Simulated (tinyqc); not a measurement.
Kinetic against equilibrium segregation over temperature: surface segregation during layer-by-layer epitaxy: two-layer exchange kinetics and the shape of quantum wells and delta layers. Computed by tinyqc, a small Python program. Command: `OMP_NUM_THREADS=1 python tinyqc.py 3028387 3028388 out.jsonl mbeseg walk`. One thread of a shared host (Intel(R) Xeon(R) Processor @ 2.30GHz), about 0.02 s of CPU time with the checks.

Atoms A and B exchange only between the growing layer and the one below it. B is supplied for N layers, then pure A follows.

Inputs (values chosen for the exercise, close to those used for germanium in silicon):

| quantity | value | unit |
|---|---|---|
| barrier E1 for B to move up | 1.64 | eV |
| segregation energy E_s | 0.24 | eV |
| attempt frequency nu | 10 | THz |
| growth rate G | 0.22 | layers/s |
| share x0 of B in the flux during the well | 0.26 | - |
| layers in the well N | 6 | - |
| layer thickness | 1.36 | angstrom |
| temperature T | 410 | C |

Constants: k_B = 8.617333262e-05 eV/K.

Method:
- p1 = nu exp(-E1/(k_B T)) (B up, A down), p2 = nu exp(-(E1 + E_s)/(k_B T)) (B down); time per layer tau = 1/G; K = p1/p2.
- Temperatures in kelvin are T(C) + 273.15.
- Each layer is deposited complete with B share x_dep and then exchanges for the time tau = 1/G with the layer below, whose share is b (total c = s + b fixed): ds/dt = p1 b (1 - s) - p2 s (1 - b), s(0) = x_dep. With the roots s1 < s2 of the right side, (s - s1)/(s - s2) = [(s(0) - s1)/(s(0) - s2)] exp(-(p1 - p2)(s2 - s1) tau). The lower layer is then buried with c - s, and s becomes the b of the next layer.
- In the dilute tail each layer passes up the share R = R_eq (1 - exp(-(p1 + p2) tau)); decay length = -layer thickness/ln R.
- R_eq = K/(1 + K).

Segregation:

| T (C) | p1 tau | R_eq | R | decay length (angstrom) | peak share |
|---|---|---|---|---|---|
| 290 | 9.5672e-02 | 0.99294 | 0.09121 | 0.568 | 0.26000 |
| 330 | 8.9976e-01 | 0.99022 | 0.59109 | 2.587 | 0.25722 |
| 370 | 6.4032e+00 | 0.98701 | 0.98551 | 93.149 | 0.23847 |
| 410 | 3.6213e+01 | 0.98332 | 0.98332 | 80.861 | 0.24505 |
| 450 | 1.6908e+02 | 0.97919 | 0.97919 | 64.673 | 0.24171 |
| 490 | 6.7167e+02 | 0.97465 | 0.97465 | 52.974 | 0.23869 |
| 530 | 2.3257e+03 | 0.96975 | 0.96975 | 44.282 | 0.23611 |
| 570 | 7.1577e+03 | 0.96454 | 0.96454 | 37.667 | 0.23400 |

What does the comparison show, and why?

The decay length peaks at 370 C among these rows: below, exchange is too slow; above, equilibrium rules and K = exp(E_s/(k_B T)) falls. p1 tau passes 1 between 330 and 370 C, below which sharp interfaces can be grown. Caution: decay lengths below one layer thickness are only formal.

Extremes, crossings and ranges named in words are read from the listed rows.
